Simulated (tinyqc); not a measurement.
Modulation-doped quantum well, Poisson-Schroedinger loop: two steps of the calculation.

A well of width L centred at z = 0 between barriers Vb; effective-mass electrons, parabolic bands. The electrons come from donor sheets outside the mesh, a share fL of Ns on the left and the rest on the right, so the structure is neutral. Energies are counted from the band edge of the well, with U = 0 on the first node in the Hartree part.

Values chosen for this exercise; material values those of a made-up well:
- T = 150 K (temperature)
- md = 0.0394 m0 (in-plane mass)
- hz = 0.62 nm (mesh step)
- Ns = 1.7e12 cm^-2 (sheet density of electrons)

Constants: q = 1.602176634e-19 C, kB = 1.380649e-23 J/K, hbar = 1.054571817e-34 J s, m0 = 9.1093837015e-31 kg, Vt = kB T/q, hbar^2/(2 m0) = 0.0380998212 eV nm^2. Results are converted to the units shown.

Question 1. Levels and probability densities. Tridiagonal Hamiltonian with psi = 0 one step beyond both ends: H_ii = C (1/m_(i-1/2) + 1/m_(i+1/2))/hz^2 + V0_i + U_i, H_(i,i+1) = -C/(m_(i+1/2) hz^2), C = hbar^2/(2 m0). The lowest 2 level(s) are kept, normalised to hz sum |psi|^2 = 1.

```
node  fixed potential V0 (eV)  self-consistent potential U at the start (eV)
1                  0.29300000                                              0
2                  0.29300000                                              0
3                  0.29300000                                              0
4                  0.00000000                                              0
5                  0.00000000                                              0
6                  0.00000000                                              0
7                  0.00000000                                              0
8                  0.00000000                                              0
9                  0.00000000                                              0
10                 0.00000000                                              0
11                 0.00000000                                              0
12                 0.00000000                                              0
13                 0.00000000                                              0
14                 0.29300000                                              0
15                 0.29300000                                              0
16                 0.29300000                                              0
```

mass on the intervals 1/2, 3/2, ... (mean of both at an interface) (m0): 0.0888  0.0888  0.0888  0.0639  0.039  0.039  0.039  0.039  0.039  0.039  0.039  0.039  0.039  0.0639  0.0888  0.0888  0.0888

Wanted: levels; |psi|^2 of E1; |psi|^2 of E2.

Answer 1.

levels (eV): E1 0.0769, E2 0.3406

```
node  |psi|^2 of E1 (1/nm)  |psi|^2 of E2 (1/nm)
1                   0.0031                0.0177
2                   0.0151                0.0678
3                   0.0455                0.1418
4                   0.0950                0.2012
5                   0.1273                0.1870
6                   0.1557                0.1284
7                   0.1768                0.0558
8                   0.1880                0.0068
9                   0.1880                0.0068
10                  0.1768                0.0558
11                  0.1557                0.1284
12                  0.1273                0.1870
13                  0.0950                0.2012
14                  0.0455                0.1418
15                  0.0151                0.0678
16                  0.0031                0.0177
```

Question 2. Converged levels, occupations and centroid. Level k holds N_k = D_k Vt ln(1 + exp((EF - E_k)/Vt)) with D = md m0 q/(pi hbar^2) per eV (spin included); EF is fixed by sum N_k = Ns.

Solve for the levels with V0 + U, find EF, n_i = sum_k N_k |psi_k|^2 (in cm^-3); share of each level N_k/Ns; centroid sum n z/sum n.

```
node  z (nm)  fixed potential V0 (eV)  converged U (eV)
1      -4.65               0.29300000       0.000000000
2      -4.03               0.29300000       0.008528835
3      -3.41               0.29300000       0.016921815
4      -2.79               0.00000000       0.024922378
5      -2.17               0.00000000       0.032132541
6      -1.55               0.00000000       0.038309688
7      -0.93               0.00000000       0.043257131
8      -0.31               0.00000000       0.046844526
9       0.31               0.00000000       0.049018927
10      0.93               0.00000000       0.049807107
11      1.55               0.00000000       0.049310255
12      2.17               0.00000000       0.047692143
13      2.79               0.00000000       0.045161786
14      3.41               0.29300000       0.041951633
15      4.03               0.29300000       0.038415238
16      4.65               0.29300000       0.034770209
```

mass on the intervals 1/2, 3/2, ... (mean of both at an interface) (m0): 0.0888  0.0888  0.0888  0.0639  0.039  0.039  0.039  0.039  0.039  0.039  0.039  0.039  0.039  0.0639  0.0888  0.0888  0.0888

Find: levels; EF; shares; n; centroid.

Answer 2.

levels (eV): E1 0.1191, E2 0.3767
EF = 0.2224 eV
shares (%): E1 100.0, E2 0.0
n, node 1 to 16 (in units of 1e18 cm^-3): 0.066  0.305  0.880  1.773  2.317  2.758  3.050  3.169  3.109  2.882  2.515  2.046  1.525  0.732  0.244  0.051
centroid = -0.09672 nm

Computed by the program tinyqc: `OMP_NUM_THREADS=1 python tinyqc.py 2140071 2140072 out.jsonl`, one thread of a shared Intel Xeon 2.30GHz, about 0.1 s for the whole run.
